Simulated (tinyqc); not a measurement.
# Surface photovoltage measurement of the minority-carrier diffusion length in a wafer, step by step

A worked calculation. Computed by tinyqc, a small Python program that keeps every step. Command: `OMP_NUM_THREADS=1 python tinyqc.py 3130307 3130308 out.jsonl spv walk`. One thread of a shared host (Intel(R) Xeon(R) Processor @ 2.30GHz), about 0.01 s of CPU time with the checks. Intermediate numbers are printed to about 6 digits and carried at full precision; extremes and crossings named in words are read from the listed rows.

Low injection, steady light, a depletion layer much thinner than 1/alpha and L. The excess density dn is taken at the front edge of the neutral region; light that reaches the back is lost.

Inputs (values chosen for the exercise, modelled on p-type silicon at room temperature):

| quantity | value | unit |
|---|---|---|
| diffusion length L | 350 | micrometre |
| wafer thickness W | 525 | micrometre |
| diffusivity D | 32.6 | cm^2/s |
| front recombination velocity S_f | 2800 | cm/s |
| back recombination velocity S_b | 2800 | cm/s |
| photon flux entering | 1.7e+12 | 1/(cm^2 s) |
| minority density at the surface barrier scale n_0 | 8.8e+09 | 1/cm^3 |
| temperature T | 298 | K |
| wavelength | 874 | nm |
| relative noise of each reading | 1 | % |
| diffusion length after pair splitting over L | 0.74 | - |
| iron factor C | 1.04e+16 | micrometre^2/cm^3 |

Constants: k_B = 8.617333262e-05 eV/K.

## One wavelength

alpha = (84.732/lambda - 76.417)^2 per cm with lambda in micrometre (an empirical fit for silicon between 0.7 and 1.05 micrometre). Thick wafer: dn = Phi L/((S_f + D/L)(L + 1/alpha)). Finite wafer, with s = S_b L/D, w = W/L, a = alpha L: dn = [Phi a/(a^2 - 1)] [a - B - exp(-alpha W)(a - s)/(cosh w + s sinh w)]/(S_f + B D/L), B = (sinh w + s cosh w)/(cosh w + s sinh w). Photovoltage V = (k_B T/e) ln(1 + dn/n_0). Lifetime = L^2/D.

alpha = 421.496 1/cm

penetration depth 1/alpha = 23.7250 micrometre

dn, thick wafer = 4.26668e+08 1/cm^3

B = 1.05114

dn, finite wafer = 4.19723e+08 1/cm^3

photovoltage V = 1.19650 mV

lifetime = 37.5767 microsecond

## The linear plot

normal deviates g for the noise: 0.73  -0.27  -1.35  1.14  -1.31  0.12  -1.33

Readings y = (Phi/dn) (1 + noise x g) at 780, 830, 880, 920, 950, 975 and 995 nm; a least-squares line y = c (1/alpha + L_app) gives L_app = intercept/slope.

Readings:

| lambda (nm) | 1/alpha (micrometre) | y (cm/s) | line (cm/s) |
|---|---|---|---|
| 780 | 9.636 | 3917.13 | 3884.32 |
| 830 | 15.176 | 3941.41 | 3948.39 |
| 880 | 25.330 | 4013.86 | 4065.84 |
| 920 | 40.658 | 4295.01 | 4243.13 |
| 950 | 61.278 | 4430.67 | 4481.64 |
| 975 | 90.917 | 4854.05 | 4824.47 |
| 995 | 130.888 | 5282.44 | 5286.79 |

slope = 11.5667 cm/(s micrometre)

apparent length L_app = 326.183 micrometre

error of L_app (rounded to 0.001) = -6.805 %

Without noise the error would be -10.7 %, from the finite thickness at W/L = 1.5. S_f scales all readings alike and leaves L_app unchanged.

## Where the wafer is too thin

No noise; L is varied at fixed W, and the last two columns set S_b to 0 and to 1e7 cm/s.

Apparent length (micrometre):

| L | W/L | given S_b | S_b = 0 | S_b = 1e7 |
|---|---|---|---|---|
| 26.2 | 20.0382 | 26.200 | 26.20 | 26.200 |
| 52.5 | 10.0000 | 52.500 | 52.50 | 52.500 |
| 105.0 | 5.0000 | 104.981 | 105.12 | 104.821 |
| 158.0 | 3.3228 | 157.414 | 159.99 | 155.539 |
| 262.0 | 2.0038 | 250.794 | 285.49 | 236.611 |
| 420.0 | 1.2500 | 349.649 | 544.35 | 307.878 |
| 682.0 | 0.7698 | 428.107 | 1138.20 | 355.295 |
| 1100.0 | 0.4773 | 470.923 | 2285.07 | 378.329 |
| 2100.0 | 0.2500 | 494.034 | 4581.97 | 390.026 |

With a fast back surface L_app levels off, at 390 micrometre in the last row; with a passive one it reaches up to 2.18 times L among these rows and is 4580 in the last. All three columns are within 5 % of L down to W/L = 3.3.

## Iron from two lengths

Splitting iron-boron pairs in boron-doped silicon shortens L; with nothing else changing, [Fe] = C (1/L_after^2 - 1/L^2). It is evaluated with the true lengths and with the apparent ones (without noise), which differ when the wafer is not thick against L.

L_after = 259 micrometre

[Fe] from the true lengths = 7.01385e+10 1/cm^3

[Fe] from the apparent lengths = 6.19907e+10 1/cm^3

bias, apparent over true less 1 (rounded to 0.001) = -11.617 %

Checks made by the program: dn against a finite-difference solution (relative difference 3e-06).
